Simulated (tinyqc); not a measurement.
Surface segregation during layer-by-layer epitaxy: two-layer exchange kinetics and the shape of quantum wells and delta layers: one step, computed by the program tinyqc.

Atoms A and B exchange only between the growing layer and the one below it. B is supplied for N layers, then pure A follows.

Task: Exchange rates. p1 = nu exp(-E1/(k_B T)) (B up, A down), p2 = nu exp(-(E1 + E_s)/(k_B T)) (B down); time per layer tau = 1/G; K = p1/p2. Temperatures in kelvin are T(C) + 273.15. Dilute equilibrium share passed up per layer R_eq = K/(1 + K).

Inputs (values chosen for the exercise, close to those used for germanium in silicon):

| quantity | value | unit |
|---|---|---|
| barrier E1 for B to move up | 1.67 | eV |
| segregation energy E_s | 0.27 | eV |
| attempt frequency nu | 10 | THz |
| growth rate G | 0.09 | layers/s |
| temperature T | 560 | C |

Constants: k_B = 8.617333262e-05 eV/K.

Give: p1; p2; p1 tau; K; R_eq.

Result:

p1 = 790.79 1/s

p2 = 18.400 1/s

p1 tau = 8786.6

K = 42.978

R_eq = 0.97726

Exchange is fast against growth: the two layers are near equilibrium.
